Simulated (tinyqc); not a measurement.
# Scattering mobility, thermal velocity and mass from two apparent mobilities

Inverse problem. 1/mu_app = 1/mu_0 + 1/mu_B with the ballistic mobility mu_B = vT L/(2 Vt) and vT = sqrt(2 kB T/(pi m)) (non-degenerate carriers); the mean free path is 2 Vt mu_0/vT. Find mu_0, vT, m and the mean free path.

Inputs (values chosen for the exercise):
- T = 300 K (temperature)

Constants: q = 1.602176634e-19 C, kB = 1.380649e-23 J/K, m0 = 9.1093837015e-31 kg, Vt = kB T/q. Results are converted to the units shown.

apparent mobility at L = 25 and 400 nm (cm^2/(V s)): 302.44354  590.05914

Answer. 1/mu_app is linear in 1/L: the slope is 2 Vt/vT and the intercept 1/mu_0.

mu_0 = 630.0 cm^2/(V s)
vT = 1.203e7 cm/s
m = 0.2000 m0
mean free path = 27.08 nm

tinyqc, about 0.01 s, one thread, Intel Xeon 2.30GHz (shared host): `OMP_NUM_THREADS=1 python tinyqc.py 2380093 2380094 out.jsonl`
